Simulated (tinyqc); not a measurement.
Extrapolating accelerated tests: lateral field, substrate current, probability of reaching the oxide barrier and hot-carrier lifetime of a silicon transistor (pseudo-two-dimensional and lucky-electron models). Computed by tinyqc, a small Python program. Command: `OMP_NUM_THREADS=1 python tinyqc.py 3027038 3027039 out.jsonl hotcar walk`. One thread of a shared host (Intel(R) Xeon(R) Processor @ 2.30GHz), about 0.01 s of CPU time with the checks.

Local-field models: a lucky carrier gains its energy at the peak field over a path free of collisions. Voltages are magnitudes.

Inputs (values chosen for the exercise, modelled on a silicon n-channel):
```
quantity                             value                      unit
channel length L                       430                        nm
oxide thickness t                      7.6                        nm
junction depth x_j                     140                        nm
mobility mu                            320                cm^2/(V s)
saturation velocity v_s               0.89                  1e7 cm/s
threshold voltage V_T                 0.58                         V
gate voltage V_G                      0.97                         V
drain voltage V_D                      2.7                         V
ionisation prefactor A_i           2.2e+06                      1/cm
ionisation field B_i                  1.66                     MV/cm
hot-carrier mean free path lambda      7.1                        nm
oxide barrier phi_b                    3.1                        eV
interface-trap threshold phi_it        3.6                        eV
lifetime constant H                     20  s microampere/micrometre
```

Drain: abrupt.

Constants: eps_0 = 8.8541878128e-12 F/m.

Method:
- C_ox = 3.9 eps_0/t; F_sat = 2 v_s/mu; V_Dsat = V_ov F_sat L/(V_ov + F_sat L), V_ov = V_G - V_T; I_D/W = C_ox v_s (V_ov - V_Dsat).
- Scale length l = 0.22 t^(1/3) x_j^(1/2) (all in cm); F_m = sqrt(((V_D - V_Dsat)/l_e)^2 + F_sat^2), with l_e = l; length of the velocity-saturated region l_e ln((V_D - V_Dsat)/(l_e F_sat) + F_m/F_sat).
- Substrate current I_sub/I_D = (A_i/B_i)(V_D - V_Dsat) exp(-B_i/F_m); probability of reaching the oxide barrier exp(-phi_b/(e lambda F_m)); lifetime tau = (H/(I_D/W)) exp(phi_it/(e lambda F_m)).
- V_10 solves tau = 3.156e8 s at the given V_G. The extrapolation fits ln(tau) against 1/V_D at 1, 1.08, 1.16 and 1.25 times the given V_D (rounded to 3 digits) by least squares and reads off the same tau.

V_Dsat = 0.335325 V

Stress points:
```
V_D (V)  1/V_D (1/V)     tau (s)
2.70         0.37037  7.0010e+06
2.92         0.34247  1.8811e+06
3.13         0.31949  6.4635e+05
3.38         0.29586  2.1831e+05
```

ten-year drain voltage V_10 = 2.2261 V

V_10 from the 1/V_D extrapolation = 2.2107 V

What does the comparison show, and why?

The extrapolation is 15 mV below the true value: ln(tau) is nearly linear in 1/(V_D - V_Dsat), not in 1/V_D, so the straight line errs on the safe side when one extrapolates down. At V_10 the available energy e V_D is below phi_it, so the model understates the lifetime there.

Extremes, crossings and ranges named in words are read from the listed rows.
